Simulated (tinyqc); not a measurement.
What moves the results: Slater-Koster d bands of a bcc metal. A value that a table varies takes the place of the one given here.

Slater-Koster d bands. For a bond with direction cosines (l, m, n) the 5 x 5 block is dds Ps + ddp Pp + ddd (1 - Ps - Pp), the projectors on sigma, pi and delta states about the bond; for instance <xy|xy> = 3 l^2 m^2 dds + (l^2 + m^2 - 4 l^2 m^2) ddp + (n^2 + l^2 m^2) ddd, <xy|yz> = 3 l m^2 n dds + l n (1 - 4 m^2) ddp + l n (m^2 - 1) ddd and <3z2-r2|3z2-r2> = (n^2 - (l^2 + m^2)/2)^2 dds + 3 n^2 (l^2 + m^2) ddp + (3/4)(l^2 + m^2)^2 ddd. H(k) sums the blocks times cos(k.R) over the neighbours; the d level is the zero of energy; k in 2 pi/a.

Neighbours: eight at (a/2)(1,1,1) and equivalents, and six at a(1,0,0) and equivalents with the integrals times f2.

Mesh: k = f1 b1 + f2 b2 + f3 b3 with fractions (j + 1/2)/N, j = 0 to N - 1, and b = (-1,1,1), (1,-1,1), (1,1,-1) for fcc, (0,1,1), (1,0,1), (1,1,0) for bcc, unit vectors for simple cubic. The lowest Nd/10 of all levels are filled with two electrons each; the bond energy is their sum per atom.

Values chosen for the exercise (of the size met in Ta; shifted at random, so the results belong to these values and not to a real crystal):

| symbol | value | unit | meaning |
|---|---|---|---|
| dds | -1.37 | eV | dd sigma |
| ddp | 0.726 | eV | dd pi |
| ddd | -0.137 | eV | dd delta |
| f2 | 0.487 |  | factor on all three integrals for second neighbours |
| N | 8 |  | mesh |

## Band filling: full bands against the rectangular model

W = sqrt(12 mu2) with mu2 the mean square level on the mesh; rectangular model: Fermi level W (Nd/10 - 1/2), bond energy -W Nd (10 - Nd)/20. The Fermi level of the mesh is the highest filled level.

Per atom (eV):

| Nd | EF, bands | bond energy, bands | EF, rectangle | bond energy, rectangle |
|---|---|---|---|---|
| 1 | -3.205 | -3.640 | -3.277 | -3.687 |
| 2 | -2.647 | -6.539 | -2.458 | -6.555 |
| 3 | -2.089 | -8.896 | -1.639 | -8.603 |
| 4 | -0.652 | -10.457 | -0.819 | -9.832 |
| 5 | 0.826 | -10.404 | 0.000 | -10.242 |
| 6 | 1.333 | -9.314 | 0.819 | -9.832 |
| 7 | 1.616 | -7.802 | 1.639 | -8.603 |
| 8 | 2.010 | -6.025 | 2.458 | -6.555 |
| 9 | 3.045 | -3.607 | 3.277 | -3.687 |

W = 8.194 eV
full width on the mesh = 9.368 eV

The bond energy is deepest at Nd = 4 (-10.457 eV); the rectangle has its minimum at 5. The two differ most at Nd = 7, by 0.802 eV or 8 % of the deepest value: the second moment fixes the parabola, and higher moments the rest. At Nd = 3 and 7 the bands give -8.896 and -7.802 eV, a skew towards less than half filling.

## Which lattice a d-band metal prefers

fcc has twelve neighbours, bcc eight and six (the six times f2), simple cubic six. The integrals of bcc and sc are scaled so that all three have the second moment of fcc, which stands for equal repulsion (structural energy difference theorem). s and p electrons are left out.

Bond energy per atom:

| Nd | fcc (eV) | bcc - fcc (meV) | sc - fcc (meV) |
|---|---|---|---|
| 1 | -4.380 | 273 | -144 |
| 2 | -7.455 | 76 | -70 |
| 3 | -9.771 | -268 | 237 |
| 4 | -11.291 | -510 | 693 |
| 5 | -11.736 | -5 | 913 |
| 6 | -11.047 | 536 | 450 |
| 7 | -9.385 | 581 | -149 |
| 8 | -6.979 | 180 | -546 |
| 9 | -3.815 | -255 | -709 |

scale factors: bcc 1.1285, sc 1.4142

mu3/mu2^1.5: fcc -0.157, bcc -0.149, sc 0.000

mu4/mu2^2: fcc 1.826, bcc 1.722, sc 2.390

largest change of a difference when N is raised to 14 = 62 meV

fcc is lowest for Nd = 6. bcc is lowest for Nd = 3, 4 and 5. sc is lowest for Nd = 1, 2, 7, 8 and 9. bcc gains most on fcc at Nd = 4 (-510 meV). A small fourth moment marks a two-peaked band, which tends to favour fillings near one half; bcc has -6 % against fcc, and at Nd = 5 it lies -5 meV from fcc (differences of a few tens of meV are within the error of the mesh; hcp is left out, and this d-only model can miss the lattice of the real metal). The third moments, from three-membered rings, skew the bands. That simple cubic wins anywhere comes from keeping d bands and equal second moments alone; no transition metal takes it. Differences below about 62 meV are within the error of this mesh, and the s and p electrons left out weigh most where the d band is nearly empty or full.

## What each integral does

Levels at Gamma, E(t2g) = (8/3) dds + (16/9) ddp + (32/9) ddd + f2 (4 ddp + 2 ddd), E(eg) = (16/3) ddp + (8/3) ddd + f2 (3 dds + 3 ddd), and W = sqrt(12 mu2), the width of a rectangular band with the same second moment mu2 = z (dds^2 + 2 ddp^2 + 2 ddd^2)/5, z = 8 + 6 f2^2. Each row changes one parameter from the base and keeps the others.

Results:

| case | t2g (eV) | eg (eV) | W (eV) |
|---|---|---|---|
| base | -1.5690 | 1.3049 | 8.1936 |
| dds = -1.1645 eV | -1.0210 | 1.6052 | 7.4402 |
| ddp = 0.8349 eV | -1.1632 | 1.8857 | 8.6501 |
| ddd = -0.1575 eV | -1.6618 | 1.2203 | 8.2103 |
| f2 = 0.56 | -1.3770 | 0.9749 | 8.3906 |

The largest shifts from the base row, up to three for each result and ties (the steps differ in size, so this ranks the rows, not the parameters). t2g (eV): dds +0.5480, ddp +0.4057, f2 +0.1920. eg (eV): ddp +0.5808, f2 -0.3300, dds +0.3002. W (eV): dds -0.7534, ddp +0.4565, f2 +0.1970. The ratio of the shifts of t2g and eg names the integral: it is the ratio of the coefficients in the two formulas.

(tinyqc, `OMP_NUM_THREADS=1 python tinyqc.py 1452255 1452256 out.jsonl`, Intel(R) Xeon(R) Processor @ 2.30GHz, 1 thread, shared host, about 0.03 s.)
